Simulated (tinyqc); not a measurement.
# On-chip interconnect, size-dependent resistivity and RC delay: effects of single changes

A rectangular line between two neighbours and two ground planes. Surface and grain-boundary scattering are added to the bulk resistivity as corrections; capacitances are parallel-plate values without fringing; inductance is ignored.

Values chosen for this exercise; metal values close to those of cobalt: bulk resistivity rho0 = 6.04 uohm cm; bulk mean free path lam = 11.7 nm; specular share of surface scattering ps = 0; reflection coefficient of grain boundaries Rg = 0.4; grain size over the metal width gr = 1; drawn line width wd = 18 nm; aspect ratio, height over width AR = 2.3; liner on both walls and the bottom, not conducting tl = 0.4 nm; space to the neighbouring lines sp = 18 nm; dielectric height to the planes above and below hd = 24 nm; relative permittivity of the dielectric ek = 3; Miller factor of the neighbours Mf = 1; line length Lw = 30 um; driver resistance Rd = 2200 ohm; load capacitance Cl = 0.17 fF; bulk resistivity of the second metal (close to ruthenium) rho2 = 7.69 uohm cm; mean free path of the second metal lam2 = 6.7 nm; liner of the second metal tl2 = 0.4 nm.

Constants: eps0 = 8.8541878128e-12 F/m. Results are converted to the units shown.

Each table varies one quantity; the others keep the values above.

## Delay against the reflection coefficient of grain boundaries

Metal width x = wd - 2 tl, height y = AR wd - tl; grain boundaries (Mayadas-Shatzkes): al = (lam/(gr x)) Rg/(1 - Rg), g = 1/[1 - 3 al/2 + 3 al^2 - 3 al^3 ln(1 + 1/al)] - 1; surfaces (Fuchs-Sondheimer, thick limit): s = (3/8) lam (1 - ps)(1/x + 1/y); rho = rho0 (1 + g + s); r = rho/(x y); c = eps0 ek (2 wd/hd + 2 Mf AR wd/sp). Elmore delay tE = Rd (c Lw + Cl) + r Lw (c Lw/2 + Cl); t50 is the time at which the far end of a ladder of 30 pi sections (half capacitances at both ends, Cl at the far end, a step applied through Rd) reaches half the step; line share r Lw/(Rd + r Lw); estimate 0.69 Rd (c Lw + Cl) + 0.38 r c Lw^2 + 0.69 r Lw Cl.

The same in every row: c (fF/um) = 0.1620.

Delay against the reflection coefficient of grain boundaries:
```
Rg    rho (uohm cm)  r (ohm/um)  tE (ps)  t50 (ps)  estimate (ps)  line share of the resistance (%)
0.05          8.547       121.2    20.52     15.11          14.78                             62.30
0.15          9.280       131.6    21.33     15.74          15.39                             64.21
0.25          10.19       144.4    22.34     16.52          16.15                             66.33
0.35          11.35       161.0    23.63     17.52          17.12                             68.70
0.45          12.92       183.3    25.37     18.86          18.44                             71.42
0.55          15.17       215.2    27.86     20.78          20.32                             74.58
0.65          18.69       265.0    31.74     23.76          23.26                             78.33
0.75          24.98       354.3    38.71     29.09          28.52                             82.85
```

As Rg goes from 0.05 to 0.75, r rises from 121 to 354 ohm/um, c stays at 0.162 fF/um and t50 rises from 15.1 to 29.1 ps. t50/tE lies between 0.736 and 0.752, and the estimate is within 2.2 % of t50.

## Two metals against line width

Metal width x = wd - 2 tl, height y = AR wd - tl; grain boundaries (Mayadas-Shatzkes): al = (lam/(gr x)) Rg/(1 - Rg), g = 1/[1 - 3 al/2 + 3 al^2 - 3 al^3 ln(1 + 1/al)] - 1; surfaces (Fuchs-Sondheimer, thick limit): s = (3/8) lam (1 - ps)(1/x + 1/y); rho = rho0 (1 + g + s); r = rho/(x y). The second metal has rho2, lam2 and tl2 in place of rho0, lam and tl; ps, Rg, gr and AR are shared.

Two metals against line width:
```
wd (nm)  rho, first (uohm cm)  rho, second (uohm cm)  r, first (ohm/um)  r, second (ohm/um)  ratio second/first
5                       30.01                  25.28               6437                5423              0.8425
6.5                     23.82                  20.76               2873                2503              0.8712
8                       20.19                  18.09               1558                1396              0.8961
10                      17.18                  15.88              826.0               763.8              0.9246
13                      14.49                  13.91              402.5               386.4              0.9599
17                      12.44                  12.40              198.4               197.8              0.9968
22                      10.96                  11.31              103.0               106.3               1.032
30                      9.632                  10.33              48.09               51.58               1.073
45                      8.431                  9.447              18.50               20.73               1.121
70                      7.578                  8.818              6.818               7.935               1.164
120                     6.939                  8.348              2.112               2.541               1.203
```

Read the table: what changes, and by how much?

The resistivity of the first metal falls from 30.0 to 6.94 uohm cm and that of the second goes from 25.3 to 8.35 uohm cm as the line widens. The products rho0 lam, which set the size effect, are 70.7 and 51.5 uohm cm nm. The two resistances cross at wd = 17.4 nm: below it the second metal gives the lower line resistance. For widths well under the mean free path the thick-limit surface term is only a guide.

Computed by the program tinyqc: `OMP_NUM_THREADS=1 python tinyqc.py 2100090 2100091 out.jsonl`, one thread of a shared Intel Xeon 2.30GHz, about 0.01 s for the whole run.
